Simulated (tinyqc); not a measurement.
Inside a calculation: thin-film optics by transfer matrices. Values are carried at full precision from step to step, so a last printed digit may differ when a step is redone from the rounded ones.

Indices N = n + i k. Snell: N0 sin(theta) = N_j sin(theta_j), with Im(N_j cos theta_j) >= 0. Admittance y_j = N_j cos theta_j for s and N_j/cos theta_j for p. Phase delta_j = 2 pi N_j cos theta_j d_j/lambda. Layer matrix [[cos delta, -i sin delta/y], [-i y sin delta, cos delta]], multiplied from the top down to M. (B, C) = M (1, y_sub); r = (y0 B - C)/(y0 B + C), R = |r|^2, T = 4 Re y0 Re y_sub/|y0 B + C|^2, absorbed in the films 1 - R - T.

Inputs chosen for the exercise (indices near those of Si3N4, SiO2 on Al; shifted at random, so the results belong to these values and not to a real crystal): lam = 248 nm (vacuum wavelength); n0 = 1 (ambient index); n = (2.246, 1.538, 0.188) (n of Si3N4, SiO2, substrate); k = (0.005, 0, 3.027) (k in the same order); d = (22.2, 22.3) nm (thicknesses, top first); theta = 75 degrees (angle of incidence); pol = p (polarisation).

## Angles, admittances and phases

Form cos theta_j, y_j and delta_j.

cos theta_j: ambient 0.2588, film 1 0.9028+0.0005i, film 2 0.7782, substrate 1.0491+0.0060i

y_j: ambient 3.8637, film 1 2.4878+0.0043i, film 2 1.9764, substrate 0.1956+2.8841i

delta_j (rad): film 1 1.1405+0.0031i, film 2 0.6762

## Layer matrices and their product

Form each matrix and multiply from the top down.

matrix of film 1:
```
[[0.4172-0.0028i, -0.0001-0.3653i],
 [0.0071-2.2610i, 0.4172-0.0028i]]
```

matrix of film 2:
```
[[0.7800, -0.3166i],
 [-1.2369i, 0.7800]]
```

M:
```
[[-0.1265-0.0021i, -0.0010-0.4170i],
 [0.0021-2.2795i, -0.3906-0.0045i]]
```

Each matrix has determinant 1, and so has M.

## Reflection and transmission

Close the stack on the substrate.

B, C: [1.0761-0.0865i, -0.0615-3.4068i]

r = 0.1881+0.9219i
R = 0.8853
T into the substrate = 0.0983
absorbed in the films = 0.0165

The bare substrate would reflect 0.8781.

## Ellipsometric angles

Ellipsometry: rho = tan(Psi) exp(i Delta) = -conj(r_p/r_s) with the r of the admittance formula, Delta in 0 to 360 degrees, so that a bare dielectric at small angles gives Delta = 180.

Repeat the steps for both polarisations.

r_s = -0.9616+0.2400i
r_p = 0.1881+0.9219i
Psi = 43.51 degrees
Delta = 267.52 degrees

## Checks

- R against the recursion of Airy sums from the substrate up: both 0.88525.

Program tinyqc; command `OMP_NUM_THREADS=1 python tinyqc.py 1682567 1682568 out.jsonl`; about 0.01 s on one thread of a shared Intel(R) Xeon(R) Processor @ 2.30GHz.
